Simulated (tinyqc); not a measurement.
Thickness: WKB tunnelling through a gate dielectric with a two-band (Franz) dispersion.

At depth x the conduction edge lies u(x) = phi - V x/t above the electron. Parabolic: kappa = sqrt(m u/c). Franz: kappa = sqrt(m u (1 - u/Eg)/c), which vanishes at both band edges. c = hbar^2/2m0. T = exp(-2 integral of kappa dx) over the region u > 0; no image force, no prefactor, zero transverse momentum. The region ends at x_e = min(t, phi t/V); x_e < t is the Fowler-Nordheim regime.

Constants: hbar^2/2m0 = 3.80998211 eV angstrom^2.

Values chosen for the exercise (of the size used for HfO2 on silicon; the results hold for these values, not for the real material):
- Eg = 5.68 eV (gap of the dielectric)
- phi = 1.59 eV (barrier above the electron energy at the emitter)
- m = 0.22 m0 (mass at the conduction edge)
- V = 2 V (voltage across the layer)

The same voltage across layers of other thickness. The last column is the thickness that changes T by a factor of ten, ln(10)/(2 I/t).

Transmission:
```
t (angstrom)  field (MV/cm)  T parabolic   T Franz  angstrom per decade, Franz
8                     25.00       0.0766    0.0962                       7.867
10                    20.00       0.0403    0.0536                       7.867
12                    16.67       0.0212    0.0298                       7.867
15                    13.33      0.00808    0.0124                       7.867
20                    10.00      0.00162   0.00287                       7.867
25                     8.00     0.000326  0.000664                       7.867
30                     6.67     6.54e-05  0.000154                       7.867
40                     5.00     2.63e-06  8.23e-06                       7.867
```

At fixed voltage the exponent is proportional to t: T falls tenfold for each 7.87 angstrom. The ratio of Franz to parabolic grows with t, from 1.26 at 8 to 3.13 at 40 angstrom. Rows with T above about 0.05 are outside the range of WKB without a prefactor. V exceeds phi, so every row is in the Fowler-Nordheim regime. Fields above about 7 MV/cm (6 of the rows) are past breakdown; those rows are an exercise.

Run: tinyqc, `OMP_NUM_THREADS=1 python tinyqc.py 1451777 1451778 out.jsonl`; Intel(R) Xeon(R) Processor @ 2.30GHz, one thread, shared host; about 0.01 s of CPU time with all checks.
